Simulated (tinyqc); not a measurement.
From results back to parameters: WKB tunnelling through a gate dielectric with a two-band (Franz) dispersion. Five cases, with inputs chosen for the exercise.

Problem. In the Fowler-Nordheim regime with a parabolic band J/F^2 is proportional to exp(-B/F), B = (4/3) sqrt(m/c) phi^(3/2), c = hbar^2/2m0, 1 V/angstrom = 100 MV/cm. The ratio below was computed from a hidden barrier.

Constants: hbar^2/2m0 = 3.80998211 eV angstrom^2.

Find: B; phi.

Method. B is the logarithm divided by 1/F1 - 1/F2; then phi = (3 B/(4 sqrt(m/c)))^(2/3). The slope fixes only m phi^3, so the mass must be known.

Case 1.

Values chosen (out of a larger set: of the size used for HfO2 on silicon; not measured data):
- m = 0.21 m0 (mass at the conduction edge)
- F1 = 6.5 MV/cm (first field)
- F2 = 12.6 MV/cm (second field)

ln[(J2/F2^2)/(J1/F1^2)] = 3.94517

Solution.

B = 52.97 MV/cm
phi = 1.420 eV

Case 2.

Values chosen (out of a larger set: of the size used for hBN on silicon; not measured data):
- m = 0.45 m0 (mass at the conduction edge)
- F1 = 6.5 MV/cm (first field)
- F2 = 10.8 MV/cm (second field)

ln[(J2/F2^2)/(J1/F1^2)] = 7.29302

Solution.

B = 119.06 MV/cm
phi = 1.890 eV

Case 3.

Values chosen (out of a larger set: of the size used for La2O3 on silicon; not measured data):
- m = 0.24 m0 (mass at the conduction edge)
- F1 = 6.6 MV/cm (first field)
- F2 = 12.7 MV/cm (second field)

ln[(J2/F2^2)/(J1/F1^2)] = 8.82944

Solution.

B = 121.33 MV/cm
phi = 2.360 eV

Case 4.

Values chosen (out of a larger set: of the size used for SiO2 on silicon; not measured data):
- m = 0.44 m0 (mass at the conduction edge)
- F1 = 7.8 MV/cm (first field)
- F2 = 10.3 MV/cm (second field)

ln[(J2/F2^2)/(J1/F1^2)] = 7.10776

Solution.

B = 228.41 MV/cm
phi = 2.940 eV

Case 5.

Values chosen (out of a larger set: of the size used for hBN on silicon; not measured data):
- m = 0.57 m0 (mass at the conduction edge)
- F1 = 6.9 MV/cm (first field)
- F2 = 12.5 MV/cm (second field)

ln[(J2/F2^2)/(J1/F1^2)] = 9.18814

Solution.

B = 141.51 MV/cm
phi = 1.960 eV

Computed by tinyqc, one run a case: `OMP_NUM_THREADS=1 python tinyqc.py N N+1 out.jsonl` with N = 1481836, 1481859, 1481941, 1481949, 1481983; one thread of a shared Intel(R) Xeon(R) Processor @ 2.30GHz, about 0.01 s a run at most.
